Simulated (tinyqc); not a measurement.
Pinning factor and decay constant from two barriers.

Problem. phiB = S (phiM - chi) + (1 - S)(Eg - E0) with S = 1/(1 + (1/S0 - 1) exp(-be ti)). Find S0, S at the given thickness and be.

Parameters, values chosen for the exercise; semiconductor values close to those of gallium arsenide; interlayer mass of the order of that in silicon nitride, offset chosen freely:

| symbol | value | unit | meaning |
|---|---|---|---|
| Eg | 1.39 | eV | band gap |
| chi | 3.95 | eV | electron affinity |
| E0 | 0.52 | eV | charge-neutrality level above the valence band |
| phiM | 4.08 | eV | metal work function |

phiB at ti = 0, 0.4 nm (eV): [0.796, 0.68757042]

Solution. Each barrier gives its S by linear interpolation between the pinned and the unpinned value; the ratio of the two values of 1/S - 1 is exp(be ti).

S0 = 0.1000
S = 0.2465
be = 2.700 1/nm

Program tinyqc, `OMP_NUM_THREADS=1 python tinyqc.py 2270119 2270120 out.jsonl`; Intel Xeon 2.30GHz, shared host, one thread, about 0.03 s.
